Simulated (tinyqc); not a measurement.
CMOS latch-up, two-transistor model: one step of the calculation.

A parasitic pnp (emitter at Vdd, base shunted by Rw) and npn (emitter at ground, base shunted by Rs) feed each other: the npn collector current flows out of the pnp base node, the pnp collector current into the npn base node. Forward-active transistors with constant gains: Icn = Isn exp(Vn/Vt), Icp = Isp (exp(Vp/Vt) - 1). A current Ii is injected into the npn base node.

Task. Response to the injected current, once round the loop per iteration. Icn = Isn exp(Vn/Vt); Vp solves Vp/Rw + Icp/bp = Icn; Vn(new) solves Vn/Rs + (Isn/bn) exp(Vn/Vt) = Icp + Ii.

Inputs (values chosen for the exercise); values close to those of bulk CMOS: temperature T = 300 K; current gain of the npn bn = 13.8; current gain of the pnp bp = 3.7; saturation current of the npn at T Isn = 3e-16 A; saturation current of the pnp at T Isp = 4.7e-15 A; substrate resistance shunting the npn Rs = 980 ohm; well resistance shunting the pnp Rw = 490 ohm; current injected into the substrate Ii = 0.656 mA.

Constants: q = 1.602176634e-19 C, kB = 1.380649e-23 J/K, Vt = kB T/q. Results are converted to the units shown.

Vn at the start = 0.6 V

Wanted: Icn; Vp; Icp; Vn after iteration 1.

Result.

Icn = 0.0036031 mA
Vp = 0.0017655 V
Icp = 3.3219e-13 mA
Vn after iteration 1 = 0.64160 V

Computed by the program tinyqc: `OMP_NUM_THREADS=1 python tinyqc.py 2670113 2670114 out.jsonl`, one thread of a shared Intel Xeon 2.30GHz, about 0.06 s for the whole run.
